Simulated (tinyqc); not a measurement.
X-ray photoelectron analysis of a thin oxide on a semiconductor: attenuation lengths, thickness, angle series and band offsets: one step, computed by the program tinyqc. Command: `OMP_NUM_THREADS=1 python tinyqc.py 3110165 3110166 out.jsonl xps walk`. One thread of a shared host (Intel(R) Xeon(R) Processor @ 2.30GHz), about 0.01 s of CPU time with the checks.

The same element is seen in the oxide and in the substrate, at nearly the same kinetic energy; films are flat and uniform, and the work function is ignored.

Task: Peak ratio. R_0 = (rho_o/M_o) L_o/((rho_s/M_s) L_s); peak ratio R = I_ox/I_sub = R_0 [exp(d/(L_o cos theta)) - 1]; hence d = L_o cos theta ln(1 + R/R_0). A carbon layer weakens both peaks alike, by exp(-d_C/(L_o cos theta)) if its L is taken equal to L_o. This R_0 leaves out intrinsic losses from the substrate peak, so calibrated values can be larger.

Inputs (values chosen for the exercise, modelled on SiO2 on silicon): oxide density = 2.18 g/cm^3; oxide formula mass = 60.08 g/mol; substrate density = 2.33 g/cm^3; substrate formula mass = 28.09 g/mol; oxide thickness d = 3.7 nm; emission angle from the normal = 0 degrees; carbon overlayer = 0.32 nm.

L in the oxide = 1.670788 nm

L in the substrate = 1.318671 nm

Give: R_0; d/(L_o cos theta); ratio R; oxide share of the counts; attenuation by carbon; depth 3 L_o cos theta.

Result:

R_0 = 0.5543

d/(L_o cos theta) = 2.215

ratio R = 4.521

oxide share of the counts = 0.8189

attenuation by carbon = 0.8257

depth 3 L_o cos theta = 5.012 nm
